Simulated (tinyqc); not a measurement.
Plane-wave Kohn-Sham cycle with exchange-only LDA in a layered model solid, step by step. Computed by tinyqc, a small Python program that keeps every step. Settings: points = 16, plane-wave index or count = 3, electrons = 2, k points = 1, area = 9.0, mixing = 1.0, iteration cap = 69. Command: `OMP_NUM_THREADS=1 python tinyqc.py 23003 23004 out.jsonl` (the two numbers bound the seeds that draw the settings). One thread of a shared host (Intel(R) Xeon(R) Processor @ 2.60GHz), about 0.01 s of CPU time with the checks. Later iterations appear only in the table of the cycle.

## Iteration 1: potential

A solid whose potential varies along x alone (atomic units):
```
parameter                      value
period a                    5.800000
cross-section of the cell   9.000000
electrons per cell                 2
grid points                       16
plane waves -n..n, n               3
k points                           1
V1 in V1 cos(2 pi x/a)     -0.250000
V2 in V2 cos(4 pi x/a)      0.110000
```

density at the start, on the grid x_j = j a/N (e/bohr^3): [0.0383142, 0.0383142, 0.0383142, 0.0383142, 0.0383142, 0.0383142, 0.0383142, 0.0383142, 0.0383142, 0.0383142, 0.0383142, 0.0383142, 0.0383142, 0.0383142, 0.0383142, 0.0383142]

V_H(G) = 4 pi rho(G)/G^2 for G != 0 (uniform background); v_x = -(3 rho/pi)^(1/3); V = V_ext + V_H + v_x; Fourier components f(G_m) = (1/N) sum_j f(x_j) exp(-i G_m x_j).

Potentials on the grid (hartree):
```
x           V_ext      V_H       v_x         V
0.00000  -0.14000  0.00000  -0.33198  -0.47198
0.36250  -0.15319  0.00000  -0.33198  -0.48517
0.72500  -0.17678  0.00000  -0.33198  -0.50876
1.08750  -0.17345  0.00000  -0.33198  -0.50543
1.45000  -0.11000  0.00000  -0.33198  -0.44198
1.81250   0.01789  0.00000  -0.33198  -0.31409
2.17500   0.17678  0.00000  -0.33198  -0.15520
2.53750   0.30875  0.00000  -0.33198  -0.02323
2.90000   0.36000  0.00000  -0.33198   0.02802
3.26250   0.30875  0.00000  -0.33198  -0.02323
3.62500   0.17678  0.00000  -0.33198  -0.15520
3.98750   0.01789  0.00000  -0.33198  -0.31409
4.35000  -0.11000  0.00000  -0.33198  -0.44198
4.71250  -0.17345  0.00000  -0.33198  -0.50543
5.07500  -0.17678  0.00000  -0.33198  -0.50876
5.43750  -0.15319  0.00000  -0.33198  -0.48517
```

V(G_m), m = 0, 1, 2, ... (hartree): [-0.33198, -0.12500, 0.05500, 0.00000, 0.00000, 0.00000, 0.00000]

## Iteration 1: Hamiltonian at one k

k = 0.00000 2 pi / a

H(m,m') = (k + G_m)^2/2 delta + V(G_m - G_m'), with V(-G) = V(G).

H (hartree), order -3, -2, -1, +0, +1, +2, +3:
```
[[4.94902, -0.12500, 0.05500, 0.00000, 0.00000, 0.00000, 0.00000],
 [-0.12500, 2.01513, -0.12500, 0.05500, 0.00000, 0.00000, 0.00000],
 [0.05500, -0.12500, 0.25480, -0.12500, 0.05500, 0.00000, 0.00000],
 [0.00000, 0.05500, -0.12500, -0.33198, -0.12500, 0.05500, 0.00000],
 [0.00000, 0.00000, 0.05500, -0.12500, 0.25480, -0.12500, 0.05500],
 [0.00000, 0.00000, 0.00000, 0.05500, -0.12500, 2.01513, -0.12500],
 [0.00000, 0.00000, 0.00000, 0.00000, 0.05500, -0.12500, 4.94902]]
```

## Iteration 1: levels at that k

Diagonalise the Hermitian matrix.

eigenvalues (hartree): [-0.37832, 0.19078, 0.34309, 2.01807, 2.02208, 4.95510, 4.95513]

## Iteration 1: new density

Motion across x is left out: the lowest 1 band(s) hold two electrons at each of the k points (j + 1/2)/nk - 1/2. Residual R = rho(out) - rho(in); rho(new) = rho(in) + 1 R. rho(out) = 2/(a A nk) sum |psi|^2 with psi = sum c exp(i G x). Harris energy E = band energy - dV sum rho (V_H/2 + v_x) + (3/4) dV sum rho v_x with rho(in), dV = a A/N, band energy = (2/nk) sum of the filled levels.

rho(out) (e/bohr^3): [0.0633555, 0.0617823, 0.0568311, 0.0484795, 0.0379886, 0.0277496, 0.0198824, 0.0152453, 0.0137538, 0.0152453, 0.0198824, 0.0277496, 0.0379886, 0.0484795, 0.0568311, 0.0617823]

density after iteration 1 (e/bohr^3): [0.0633555, 0.0617823, 0.0568311, 0.0484795, 0.0379886, 0.0277496, 0.0198824, 0.0152453, 0.0137538, 0.0152453, 0.0198824, 0.0277496, 0.0379886, 0.0484795, 0.0568311, 0.0617823]

energy per cell = -0.5906551 hartree

## Iteration 2: potential

As before.

Potentials on the grid (hartree):
```
x           V_ext       V_H       v_x         V
0.00000  -0.14000   0.27260  -0.39257  -0.25997
0.36250  -0.15319   0.25214  -0.38929  -0.29034
0.72500  -0.17678   0.19339  -0.37860  -0.36199
1.08750  -0.17345   0.10454  -0.35907  -0.42798
1.45000  -0.11000  -0.00079  -0.33104  -0.44182
1.81250   0.01789  -0.10561  -0.29813  -0.38586
2.17500   0.17678  -0.19333  -0.26678  -0.28333
2.53750   0.30875  -0.25107  -0.24418  -0.18649
2.90000   0.36000  -0.27114  -0.23594  -0.14708
3.26250   0.30875  -0.25107  -0.24418  -0.18649
3.62500   0.17678  -0.19333  -0.26678  -0.28333
3.98750   0.01789  -0.10561  -0.29813  -0.38586
4.35000  -0.11000  -0.00079  -0.33104  -0.44182
4.71250  -0.17345   0.10454  -0.35907  -0.42798
5.07500  -0.17678   0.19339  -0.37860  -0.36199
5.43750  -0.15319   0.25214  -0.38929  -0.29034
```

V(G_m), m = 0, 1, 2, ... (hartree): [-0.32267, -0.02802, 0.05957, -0.00021, 0.00000, 0.00000, 0.00000]

## Iteration 2: Hamiltonian at one k

k = 0.00000 2 pi / a

As before.

H (hartree), order -3, -2, -1, +0, +1, +2, +3:
```
[[4.95833, -0.02802, 0.05957, -0.00021, 0.00000, 0.00000, 0.00000],
 [-0.02802, 2.02444, -0.02802, 0.05957, -0.00021, 0.00000, 0.00000],
 [0.05957, -0.02802, 0.26411, -0.02802, 0.05957, -0.00021, 0.00000],
 [-0.00021, 0.05957, -0.02802, -0.32267, -0.02802, 0.05957, -0.00021],
 [0.00000, -0.00021, 0.05957, -0.02802, 0.26411, -0.02802, 0.05957],
 [0.00000, 0.00000, -0.00021, 0.05957, -0.02802, 2.02444, -0.02802],
 [0.00000, 0.00000, 0.00000, -0.00021, 0.05957, -0.02802, 4.95833]]
```

## Iteration 2: levels at that k

As before.

eigenvalues (hartree): [-0.32798, 0.20338, 0.32470, 2.02459, 2.02769, 4.95935, 4.95937]

## Iteration 2: new density

As before.

rho(out) (e/bohr^3): [0.0407029, 0.0414034, 0.0428582, 0.0435177, 0.0420138, 0.0382814, 0.0336834, 0.0300542, 0.0286998, 0.0300542, 0.0336834, 0.0382814, 0.0420138, 0.0435177, 0.0428582, 0.0414034]

density after iteration 2 (e/bohr^3): [0.0407029, 0.0414034, 0.0428582, 0.0435177, 0.0420138, 0.0382814, 0.0336834, 0.0300542, 0.0286998, 0.0300542, 0.0336834, 0.0382814, 0.0420138, 0.0435177, 0.0428582, 0.0414034]

energy per cell = -0.5721755 hartree

## Convergence

Stop when sqrt(dV sum R^2) is below 1e-8, dV = a A/N.

Course of the cycle:
```
iteration  E (hartree)  norm of the residual
1           -0.5906551              1.30e-01
2           -0.5721755              1.00e-01
3           -0.5650940              7.79e-02
4           -0.5593783              6.02e-02
5           -0.5567175              4.71e-02
6           -0.5547608              3.67e-02
7           -0.5537411              2.88e-02
8           -0.5530388              2.25e-02
9           -0.5526480              1.76e-02
10          -0.5523901              1.38e-02
11          -0.5522409              1.08e-02
...                ...                   ...
58          -0.5519966              1.13e-07
59          -0.5519966              8.89e-08
60          -0.5519966              6.96e-08
61          -0.5519966              5.46e-08
62          -0.5519966              4.28e-08
63          -0.5519966              3.35e-08
64          -0.5519966              2.63e-08
65          -0.5519966              2.06e-08
66          -0.5519966              1.61e-08
67          -0.5519966              1.26e-08
68          -0.5519966              9.90e-09
```

Converged in 68 iterations. Before convergence this energy mixes input and output and is not variational, so it may rise towards its limit.
